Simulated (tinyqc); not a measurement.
Inside a calculation: deformation-potential model of the Delta valleys of a conduction band. Values are carried at full precision from step to step, so a last printed digit may differ when a step is redone from the rounded ones.

s11 = (C11 + C12)/((C11 - C12)(C11 + 2 C12)), s12 = -C12/((C11 - C12)(C11 + 2 C12)), s44 = 1/C44; exx = s11 sxx + s12 (syy + szz) and cyclic, exy = s44 sxy/2; tension is positive. A uniaxial stress X along the unit vector n is s_ij = X n_i n_j.

Constants: kB = 8.617333262e-05 eV/K; hbar^2/2m0 = 3.80998211 eV angstrom^2.

Inputs chosen for the exercise (near those of Si; the results hold for these values, not for the real material):
```
symbol  value           unit  meaning
C11     165.7           GPa
C12     63.3            GPa
C44     78.9            GPa
load    uniaxial [100]        kind of stress
X       1.05            GPa   stress
Xd      1.19            eV    dilation potential
Xu      8.87            eV    uniaxial potential
T       300             K     temperature
ml      0.893           m0    longitudinal mass
mt      0.183           m0    transverse mass
```

## Strain from a uniaxial [100] stress

Form the compliances and the strain.

s11, s12, s44 (1/TPa): [7.6508, -2.1148, 12.6743]

strain tensor, rows x, y, z and columns alike:
$$\begin{pmatrix}
0.008033 & 0.000000 & 0.000000 \\
0.000000 & -0.002221 & 0.000000 \\
0.000000 & 0.000000 & -0.002221
\end{pmatrix}$$

## Valley shifts

Valleys with axes along x, y and z, each a pair at +k and -k. Herring-Vogt shift of a valley with unit axis a: dE = Xd tr(e) + Xu a.e.a. Non-degenerate shares n_i = exp(-dE_i/kT)/sum_j exp(-dE_j/kT). Inverse mass tensor of a valley: (1 - a a)/mt + a a/ml; the masses are taken as independent of strain.

Apply the Herring-Vogt formula to each valley.

Xd tr(e) = 4.27 meV

a.e.a: x 0.008033, y -0.002221, z -0.002221

shifts dE (meV): x 75.53, y -15.42, z -15.42

The lowest valleys are y and z, 91.0 meV below the highest; the mean shift over all valleys is (Xd + Xu/3) tr(e) = 14.90 meV.

## Shares of the electrons

Boltzmann factors of the shifts.

kT = 25.852 meV

shares: x 0.0146, y 0.4927, z 0.4927

effective number of valley axes, 1/(largest share) = 2.030

## Conductivity mass tensor

With one scattering time for all valleys the conductivity goes as M = sum_i n_i (inverse mass tensor of valley i); along the unit vector u, 1/m_c = u.M.u. Without stress 1/m_c = (1/ml + 2/mt)/3. Take u along [001].

M (1/m0), rows x, y, z and columns alike:
$$\begin{pmatrix}
5.401 & 0.000 & 0.000 \\
0.000 & 3.324 & 0.000 \\
0.000 & 0.000 & 3.324
\end{pmatrix}$$

m_c along [001] = 0.3009 m0
m_c without stress = 0.2490 m0

The repopulation alone changes the mobility along [001] by -17.2 %; with all electrons in the valleys lightest or heaviest along this direction it would change by +36 or -72 %.

## Effective density of states

Each of the 6 whole valleys has m_d = (ml mt^2)^(1/3) and N = 2 (m_d kT/(4 pi c))^(3/2), c = hbar^2/2m0. Counted from the lowest edge, Nc = N x 2 x sum_i exp(-(dE_i - dE_min)/kT). 1 angstrom^-3 = 1e24 cm^-3.

m_d = 0.3104 m0
N of one valley = 4.340e+18 cm^-3
Nc under stress = 1.762e+19 cm^-3
Nc without stress = 2.604e+19 cm^-3

## Piezoresistance from repopulation

For small stress d(rho)/rho = pi X. For valleys on the cube axes pi11 = -(2/3) Xu (s11 - s12)/kT x (K - 1)/(2K + 1), pi12 = -pi11/2, pi44 = 0, K = ml/mt. For stress along [110]: pi_l = (pi11 + pi12 + pi44)/2 with the current along it and pi_t = (pi11 + pi12 - pi44)/2 with the current along [1-10]. 1/GPa = 100 x 1e-11/Pa.

K = 4.880

pi11, pi12, pi44 (1e-11/Pa): [-80.5, 40.3, 0.0]

pi_l, pi_t for [110] (1e-11/Pa): [-20.1, -20.1]

Only the transfer between valleys is counted; changes of mass and of intervalley scattering add to it in a real crystal.

## Checks

- Conductivity mass at zero stress against 3/(1/ml + 2/mt): both 0.2489878.
- Piezoresistance coefficients by finite differences against the closed form: largest difference 1.2e-08.

Run: tinyqc, `OMP_NUM_THREADS=1 python tinyqc.py 1080975 1080976 out.jsonl`; Intel(R) Xeon(R) Processor @ 2.30GHz, one thread, shared host; about 0.03 s of CPU time with all checks.
